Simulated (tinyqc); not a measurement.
Inside a calculation. Model: long-channel MOSFET, surface-potential model.

Computed by the program tinyqc: `OMP_NUM_THREADS=1 python tinyqc.py 2360005 2360006 out.jsonl`, one thread of a shared Intel Xeon 2.30GHz, about 0.04 s for the whole run. Printed values are rounded.

n-channel transistor on a uniformly doped p-type body, gradual-channel approximation, constant mobility, Boltzmann statistics, full ionisation. Potentials are counted from the neutral body; V is the electron quasi-Fermi potential, Vsb at the source and Vsb + Vds at the drain. Charges are magnitudes per area.

Inputs (values chosen for the exercise); material values those of a made-up semiconductor:
```
symbol    value        unit                                      meaning
T           300           K                                  temperature
Eg        0.947          eV                                     band gap
eps_r      9.62               relative permittivity of the semiconductor
Nc      2.14e19       cm^-3       conduction-band density of states at T
Nv      2.23e19       cm^-3          valence-band density of states at T
Na       1.4e16       cm^-3                 acceptor density of the body
eox        24.7              relative permittivity of the gate insulator
tox          14          nm                          insulator thickness
Vfb       -0.45           V                            flat-band voltage
mu          660  cm^2/(V s)                             channel mobility
W            20          um                                   gate width
L           0.5          um                                  gate length
Vsb         0.5           V                     source-body reverse bias
Vgs        0.43           V                          gate-source voltage
Vds         0.8           V                         drain-source voltage
```

Constants: q = 1.602176634e-19 C, kB = 1.380649e-23 J/K, Vt = kB T/q, eps0 = 8.8541878128e-14 F/cm where lengths are in cm. Results are converted to the units shown.

Range of the model: mu V/L, with V the smaller of Vds and Vgs - VT, passes 3e6 cm/s, so velocity saturation, left out here, would lower the current. The surface electron density at the source passes 0.3 Nc, where degeneracy, left out here, matters.

## Body potential, insulator capacitance and body factor

ni = sqrt(Nc Nv) exp(-Eg/(2 Vt)), Eg in volts; phiF = Vt ln(Na/ni); Cox = eps0 eox/tox; gamma = sqrt(2 q eps0 eps_r Na)/Cox. VT = Vfb + 2 phiF + gamma sqrt(2 phiF + Vsb), m = 1 + gamma/(2 sqrt(2 phiF + Vsb)).

ni = 2.42610e11 cm^-3
phiF = 0.283418 V
Cox = 1.56213 uF/cm^2
gamma = 0.0395711 V^0.5
VT = 0.157709 V
m = 1.01916

## Iteration 1: surface potential at the source by Newton steps

psi at the start (2 phiF + Vsb) = 1.06684 V

With V = Vsb: G = psi - Vt + Vt e, e = exp((psi - 2 phiF - Vsb)/Vt); f = Vgs + Vsb - Vfb - psi - gamma sqrt(G); f' = -1 - gamma (1 + e)/(2 sqrt(G)); psi(new) = psi - f/f'.

G = 1.06684 V
f = 0.272288 V
f' = -1.03831
psi after iteration 1 = 1.32908 V

## Iteration 2: surface potential at the source by Newton steps

As before.

G = 658.950 V
f = -0.964872 V
f' = -20.6082
psi after iteration 2 = 1.28226 V

## Course of the iteration: surface potential at the source by Newton steps

Stop when psi changes by less than 1e-10 V, or after 40 iterations.

Course of the iteration:
```
iteration  psi (V)  |change| (V)
1          1.32908         0.262
2          1.28226        0.0468
3          1.24684        0.0354
4          1.23093        0.0159
5          1.22857       2.36e-3
6          1.22852       4.36e-5
7          1.22852       1.45e-8
8          1.22852       < 1e-13
```

Converged in 8 iterations. At the end the number of correct digits about doubles with each step.

## Charges and current of the charge-sheet model

psi_0 = 1.22852 V
psi_L = 1.33473 V

psi_0 and psi_L solve Vgs + Vsb - Vfb - psi = gamma sqrt(G) at V = Vsb and Vsb + Vds. Qi = Cox gamma [sqrt(G) - sqrt(psi - Vt)], G = psi - Vt + Vt exp((psi - 2 phiF - V)/Vt), at both ends. With U = Vgs + Vsb - Vfb: drift = mu (W/L) Cox [U (psi_L - psi_0) - (psi_L^2 - psi_0^2)/2 - (2/3) gamma ((psi_L - Vt)^1.5 - (psi_0 - Vt)^1.5)]; diffusion = mu (W/L) Vt (Qi0 - QiL).

Qi0 = 168.834 nC/cm^2
QiL = 8.03678e-10 nC/cm^2
drift current = 236.657 uA
diffusion current = 115.228 uA
drain current = 351.885 uA

Drift carries 67.3 % of the current. The drain end is pinched off: its charge is under 1 % of that at the source.

## Inversion charge along the channel

V, point 0 to 10 (V): 0.5  0.58  0.66  0.74  0.82  0.9  0.98  1.06  1.14  1.22  1.3

The surface potential psi at channel potential V solves Vgs + Vsb - Vfb - psi = gamma sqrt(G), G = psi - Vt + Vt exp((psi - 2 phiF - V)/Vt). Charge sheet: Qi = Cox gamma [sqrt(G) - sqrt(psi - Vt)]. Pao-Sah: Qi = (Cox gamma/2) integral from 3 Vt to psi of exp((u - 2 phiF - V)/Vt)/sqrt(G(u, V)) du.

```
point  psi (V)  Qi, charge sheet (nC/cm^2)  Qi, Pao-Sah (nC/cm^2)
0      1.22852                     168.834                170.062
1      1.28218                     83.5225                84.2198
2      1.32048                     22.6392                22.8557
3      1.33351                     1.93428                1.95387
4      1.33467                   0.0927835              0.0937282
5      1.33473                  0.00421433             0.00425725
6      1.33473                  1.90916e-4             1.92860e-4
7      1.33473                  8.64777e-6             8.73584e-6
8      1.33473                  3.91709e-7             3.95698e-7
9      1.33473                  1.77428e-8             1.79235e-8
10     1.33473                 8.03678e-10            8.11862e-10
```

At the source the charge-sheet charge is 0.72 % below the Pao-Sah one.

## Pao-Sah current by Simpson's rule

I = mu (W/L) integral of Qi dV; Simpson's rule on the 11 points, step Vds/10, weights 1, 4, 2, ..., 4, 1 times step/3.

Pao-Sah current = 394.714 uA

Gauss-Legendre quadrature on many points gives 393.6 uA, so this value is 0.28 % above it; the charge-sheet current, 351.9 uA, is 11 % below it.
